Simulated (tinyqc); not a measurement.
Stretching all distances: RHF, UHF, MP2, CISD and CCSD against full CI in the sto-6g basis, for H4, spin multiplicity 1. Computed by the program tinyqc with PySCF. All coordinates are multiplied by the scale. c0^2 is the weight of the RHF determinant in the lowest singlet FCI state (UHF is spin-contaminated and may lie near states of higher spin) and n(LUMO) the first natural occupation beyond the occupied space.

Geometry (angstrom):

| atom | x | y | z |
|---|---|---|---|
| H | 0.0000 | 0.0000 | 0.0000 |
| H | 0.0000 | 0.0000 | 0.7500 |
| H | 0.0000 | 0.0000 | 1.6320 |
| H | 0.0000 | 0.0000 | 2.3820 |

Full CI energy (hartree) and errors against it (kcal/mol):

| scale | distance 1-2 (angstrom) | E(FCI) | RHF | UHF | MP2 | CISD | CCSD | <S^2> UHF | c0^2 | n(LUMO) |
|---|---|---|---|---|---|---|---|---|---|---|
| 0.9000 | 0.6750 | -2.164737 | 22.2075 | 22.2075 | 6.8433 | 0.1386 | 0.0065 | 0.0000 | 0.9808 | 0.0302 |
| 1.1000 | 0.8250 | -2.225248 | 30.1320 | 30.1320 | 10.5702 | 0.3698 | 0.0206 | 0.0000 | 0.9667 | 0.0497 |
| 1.3000 | 0.9750 | -2.203420 | 40.6771 | 40.6771 | 15.8304 | 0.9080 | 0.0556 | 0.0000 | 0.9445 | 0.0789 |
| 1.4900 | 1.1175 | -2.153781 | 53.7760 | 53.1958 | 22.6491 | 1.9723 | 0.1143 | 0.1661 | 0.9127 | 0.1186 |
| 1.6900 | 1.2675 | -2.094025 | 71.4113 | 56.7973 | 32.0771 | 4.1061 | 0.1928 | 0.7432 | 0.8650 | 0.1760 |
| 1.8900 | 1.4175 | -2.038104 | 93.2943 | 50.5861 | 43.8539 | 7.8087 | 0.2415 | 1.1666 | 0.8016 | 0.2502 |
| 2.0800 | 1.5600 | -1.993583 | 117.7708 | 40.5224 | 56.7673 | 13.1629 | 0.1709 | 1.4585 | 0.7296 | 0.3336 |
| 2.2800 | 1.7100 | -1.957402 | 146.4917 | 29.4564 | 71.0970 | 20.7543 | -0.1569 | 1.6670 | 0.6482 | 0.4289 |
| 2.4800 | 1.8600 | -1.931478 | 176.7857 | 20.0938 | 84.6411 | 29.6278 | -0.8710 | 1.7994 | 0.5693 | 0.5240 |

What does the comparison show, and why?

UHF parts from RHF first at scale 1.49 of those listed, where <S^2> leaves zero. The weight c0^2 goes from 0.98 to 0.57 and n(LUMO) from 0.03 to 0.52: static correlation grows as the bonds break into open-shell fragments. The spread of the error along the curve, which distorts its shape, is CCSD 1.1, CISD 29.5, UHF 36.7, MP2 77.8, RHF 154.6 kcal/mol. Below FCI somewhere: CCSD, as non-variational methods may be.
